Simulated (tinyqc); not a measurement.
Comparisons within one model: two-dimensional electron gas with Rashba and Dresselhaus coupling. A value that a table varies takes the place of the one given here.

H = c k^2/m + al (ky sx - kx sy) + b1 (kx sx - ky sy) + gam kx ky (kx sy - ky sx), s the Pauli matrices, x = [100], c = hbar^2/2m0, b1 = gam (pi/L)^2 (hard walls). H = c k^2/m + B.s, so E = c k^2/m -/+ |B| and the lower state has its spin along -B.

Constants: hbar^2/2m0 = 3.80998211 eV angstrom^2.

Values chosen for the exercise (of the size met in GaAs; not measured data):
- m = 0.072 m0 (mass)
- al = 0.023 eV angstrom (Rashba constant)
- gam = 10 eV angstrom^3 (bulk Dresselhaus constant)
- L = 216 angstrom (width of the (001) well)
- n = 6.4 1e11/cm^2 (sheet density (one subband filled))

## Splitting and spin direction around the circle

At |k| = k0 = sqrt(2 pi n), 1e11/cm^2 = 1e-5/angstrom^2.

Around the circle:
```
phi (deg)  Bx (meV)  By (meV)  splitting (meV)  lower spin (deg)
0.0          0.0424   -0.4612           0.9263              95.3
22.5         0.2048   -0.4160           0.9274             116.2
45.0         0.3276   -0.3276           0.9266             135.0
67.5         0.4160   -0.2048           0.9274             153.8
90.0         0.4612   -0.0424           0.9263             174.7
112.5        0.4362    0.1482           0.9214            -161.2
135.0        0.3246    0.3246           0.9182            -135.0
157.5        0.1482    0.4362           0.9214            -108.8
```

What does this show?

The splitting runs from 0.9182 meV at 135 to 0.9274 meV at 22.5 degrees. Along [110] it is 2 k |al + b1 - 2 b3| and along [-110] 2 k |al - b1 + 2 b3|, b3 = gam k^2/4. From 0 to 90 degrees the spin turns with k (+79 degrees), the sense of the Rashba term.

## Tuning the Rashba term through the balance point

al = f (b1 - b3) at k0 = sqrt(2 pi n), b3 = gam k0^2/4. Helix wavelength along [110]: 2 pi c/(m |al + b1 - b3|). Dyakonov-Perel rates are proportional to the mean squares of the first harmonics: for spin along z, al^2 + (b1 - b3)^2; for the most protected in-plane spin, (al - (b1 - b3))^2/2 (third harmonic left out); both are given over (b1 - b3)^2.

Against f:
```
f     al (meV angstrom)  wavelength (micron)  rate, z  rate, in plane
0.00              0.000               29.951    1.000          0.5000
0.25              0.278               23.961    1.062          0.2812
0.50              0.555               19.967    1.250          0.1250
0.75              0.833               17.115    1.562          0.0312
0.90              0.999               15.764    1.810          0.0050
1.00              1.110               14.976    2.000          0.0000
1.25              1.388               13.312    2.562          0.0312
2.00              2.220                9.984    5.000          0.5000
```

How do the results move?

At f = 1, al = 1.11 meV angstrom, the first harmonic points along one axis for all k and the listed in-plane rate vanishes; the helix would have wavelength 14.98 micron. But the third harmonic, left out of the table, has b3/(b1 - b3) = 0.91; its mean square, 0.41 in these units against 0.50 for the in-plane rate at f = 0, limits the protection to about the ratio of the two. The uniform z spin still relaxes there, twice as fast as at f = 0.

## What each parameter does

Splittings 2|B| at k0 = sqrt(2 pi n) along [100], [110] and [-110], and E0 = c k0^2/m; 1e11/cm^2 = 1e-5/angstrom^2. Each row changes one parameter from the base and keeps the others.

Results:
```
case                     [100] (meV)  [110] (meV)  [-110] (meV)  E0 (meV)
base                          0.9263       0.9266        0.9182     21.28
m = 0.0792 m0                 0.9263       0.9266        0.9182     19.34
al = 0.0276 eV angstrom       1.1102       1.1111        1.1027     21.28
gam = 12 eV angstrom^3        0.9280       0.9275        0.9174     21.28
L = 236 angstrom              0.9252       0.9129        0.9320     21.28
n = 9.6 1e11/cm^2             1.1345       1.0855        1.1740     31.92
```

How do the results move?

The largest shifts from the base row, up to three for each result and ties (the steps differ in size, so this ranks the rows, not the parameters). [100] (meV): n +0.2082, al +0.1838, gam +0.0017; unchanged at the printed digits by m. [110] (meV): al +0.1845, n +0.1589, L -0.0138; unchanged at the printed digits by m. [-110] (meV): n +0.2557, al +0.1845, L +0.0138; unchanged at the printed digits by m. E0 (meV): n +10.64, m -1.93; unchanged at the printed digits by al, gam and L.

tinyqc: `OMP_NUM_THREADS=1 python tinyqc.py 1452561 1452562 out.jsonl`; about 0.01 s, one thread, shared Intel(R) Xeon(R) Processor @ 2.30GHz.
